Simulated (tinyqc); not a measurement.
Comparisons within one model: nanosheet or nanowire with hard walls, valleys of the Si type. A value that a table varies takes the place of the one given here.

Six ellipsoidal valleys along the cube axes: inverse mass tensor w = 1/mt + (1/ml - 1/mt) a a^T with a the unit axis. Device axes: x along the channel, z = [001], y = z x x.

Hard walls around a W x H rectangle. The block w_c of w in (y, z) confines; the transport mass follows from 1/m_x = w_xx - w_xc w_c^-1 w_cx. The cross-section problem c (w_yy ky^2 + 2 w_yz ky kz + w_zz kz^2), c = hbar^2/2m0, is solved in products sin(n pi y/W) sin(l pi z/H), n, l = 1 to 12; if w_yz = 0 the levels are c pi^2 (w_yy n^2/W^2 + w_zz l^2/H^2). The w_yz term couples (n, l) to (n', l') by -2 c w_yz D_nn'(W) D_ll'(H) with D_nm(L) = 4 n m/(L (n^2 - m^2)) for n + m odd and 0 otherwise.

Without degeneracy the line density is N1 exp((EF - Ec)/kB T) with N1 = sum 2 g sqrt(m_x kB T/(4 pi c)) exp(-E/kB T), here over n, l up to 80 where w_yz = 0 and over all levels of a 12 x 12 sine basis otherwise; the classical value is W H Nc with Nc = 2 g_all (m_dos kB T/(4 pi c))^(3/2), m_dos = (ml mt^2)^(1/3); dVt = kB T ln(W H Nc/N1).

Constants: hbar^2/2m0 = 3.80998211 eV angstrom^2; kB = 8.617333262e-05 eV/K.

Inputs chosen for the exercise (near those of Si; the results hold for these values, not for the real material):
- ml = 0.913 m0 (longitudinal mass)
- mt = 0.19 m0 (transverse mass)
- T = 300 K (temperature)
- g_all = 6 (number of valleys)
- channel = 110 (transport direction x on a (001) wafer)
- H = 32 angstrom (height, along z = [001])
- Ws = (25, 35, 50, 75, 110, 170, 260) angstrom (widths)
- W = 185 angstrom (width, along y)

## From wire to sheet

Valleys:
```
group  valleys g     w_yy     w_zz   |w_yz|  m_x (m0)
A              2  5.26316  1.09529  0.00000   0.19000
B              4  3.17922  5.26316  0.00000   0.55150
```

Lowest level of each group (groups ordered by w_zz, then w_yy) and dVt against the width.

Results:
```
W (angstrom)  A1 (eV)  B1 (eV)  dVt (mV)
25             0.3569   0.3845     320.8
35             0.2018   0.2909     191.7
50             0.1194   0.2411     120.3
75             0.0754   0.2145      86.8
110            0.0566   0.2032      74.6
170            0.0471   0.1974      68.1
260            0.0431   0.1950      64.7
```

dVt falls from 321 to 65 mV. Group A is lowest at every width, by 28 meV in the narrowest and 152 meV in the widest. At the widest W the lowest level is 0.0431 eV; the film limit c pi^2 w_zz/H^2 of that group is 0.0402 eV.

## Channel direction

The same rectangle along [100] and [110]; groups ordered by w_zz, then w_yy.

Lowest level of each group:
```
channel, group  valleys g   w_yy   w_zz  |w_yz|  m_x (m0)  E (eV)
[100] A                 2  5.263  1.095   0.000     0.190  0.0460
[100] B                 2  1.095  5.263   0.000     0.190  0.1945
[100] C                 2  5.263  5.263   0.000     0.913  0.1991
[110] A                 2  5.263  1.095   0.000     0.190  0.0460
[110] B                 4  3.179  5.263   0.000     0.551  0.1968
```

The lowest subband has m_x = 0.190 m0 and 2 valleys along [100], and 0.190 m0 and 2 valleys along [110]; its edge lies at 0.0460 and 0.0460 eV. These valleys have their axis along z, so turning the channel in the wafer plane leaves them alone; only the higher groups change.

## What each parameter does

E1 and E2 are the two lowest subband edges over all groups. Each row changes one parameter from the base and keeps the others.

Results:
```
case              E1 (eV)  E2 - E1 (meV)  m_x of lowest (m0)  dVt (mV)
base               0.0460           17.3               0.190      67.2
W = 200 angstrom   0.0452           14.8               0.190      66.6
H = 26 angstrom    0.0667           17.3               0.190      83.1
T = 270 K          0.0460           17.3               0.190      64.0
ml = 1.004 m0      0.0424           17.3               0.190      64.7
mt = 0.209 m0      0.0455           15.8               0.209      66.5
```

The largest shifts from the base row, up to three for each result and ties (the steps differ in size, so this ranks the rows, not the parameters). E1 (eV): H +0.0207, ml -0.0036, W -0.0008; unchanged at the printed digits by T. E2 - E1 (meV): W -2.5, mt -1.6; unchanged at the printed digits by H, T and ml. m_x of lowest (m0): mt +0.019; unchanged at the printed digits by W, H, T and ml. dVt (mV): H +15.9, T -3.2, ml -2.5.

Run: tinyqc, `OMP_NUM_THREADS=1 python tinyqc.py 1250308 1250309 out.jsonl`; Intel(R) Xeon(R) Processor @ 2.30GHz, one thread, shared host; about 0.02 s of CPU time with all checks.
